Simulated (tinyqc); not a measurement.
Worked calculation: MP2 on RHF in the sto-6g basis, for H3+, spin multiplicity 1. One step of it, computed by the program tinyqc.

Problem. Iteration 1: diagonalisation and new density. Diagonalise F' = X^T F X, C = X C', fill 1 alpha and 1 beta electrons from the bottom; D = 2 C_occ C_occ^T. Each column has its largest component positive (the first on a tie).

Fock matrix F (hartree), order 1H 1s, 2H 1s, 3H 1s:
```
[[-0.876507, -0.863917, -0.863725],
 [-0.863917, -0.876792, -0.864071],
 [-0.863725, -0.864071, -0.876634]]
```

X, order 1H 1s, 2H 1s, 3H 1s:
```
[[1.243431, -0.279859, -0.279626],
 [-0.279859, 1.243698, -0.280047],
 [-0.279626, -0.280047, 1.243550]]
```

Give: F' = X^T F X; orbital energies; coefficients C; D after iteration 1.

Solution.

F' = X^T F X (hartree):
```
[[-0.426, -0.396, -0.396],
 [-0.396, -0.426, -0.396],
 [-0.396, -0.396, -0.426]]
```

orbital energies (hartree): [-1.218, -0.030, -0.029]

coefficients C, order 1H 1s, 2H 1s, 3H 1s:
```
[[0.395, 1.190, -0.360],
 [0.395, -0.284, 1.211],
 [0.395, -0.907, -0.851]]
```

D after iteration 1, order 1H 1s, 2H 1s, 3H 1s:
```
[[0.312, 0.312, 0.312],
 [0.312, 0.312, 0.312],
 [0.312, 0.312, 0.312]]
```
